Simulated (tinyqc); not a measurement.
The product rho l across metals: free and nearly free electrons in a metal.

Constants: hbar^2/2m0 = 3.80998211 eV angstrom^2; hbar = 6.58211957e-16 eV s.

Free electrons with m = 1; fcc cells hold 4 atoms and bcc cells 2; n = atoms z/a^3, kF = (3 pi^2 n)^(1/3), rho l = hbar kF/(n e^2), e = 1.602176634e-19 C. Inputs are chosen for the exercise.

Results:
```
case,lattice,a (angstrom),z,rho (micro-ohm cm),kF (1/angstrom),EF (eV),l (nm),rho l (1e-16 ohm m^2)
near Cu,fcc,3.638,1,1.55,1.350,6.94,43.1,6.68
near Al,fcc,4.042,3,2.43,1.752,11.70,16.3,3.96
near Li,bcc,3.510,1,9.39,1.110,4.70,10.5,9.86
near Ag,fcc,4.062,1,1.74,1.209,5.57,47.8,8.32
near Ca,fcc,5.568,2,3.08,1.111,4.70,32.0,9.85
near Au,fcc,4.064,1,2.22,1.208,5.56,37.5,8.33
```

What does the comparison show?

rho l falls as n^(-2/3): it is lowest for the case near Al and highest for near Li. The lowest bulk rho belongs to near Cu; in very narrow wires, where rho l rules, the order changes. Real Fermi surfaces depart from spheres, most for the polyvalent and noble metals.

Run: tinyqc, `OMP_NUM_THREADS=1 python tinyqc.py 1652313 1652314 out.jsonl`; Intel(R) Xeon(R) Processor @ 2.30GHz, one thread, shared host; about 0.01 s of CPU time with all checks.
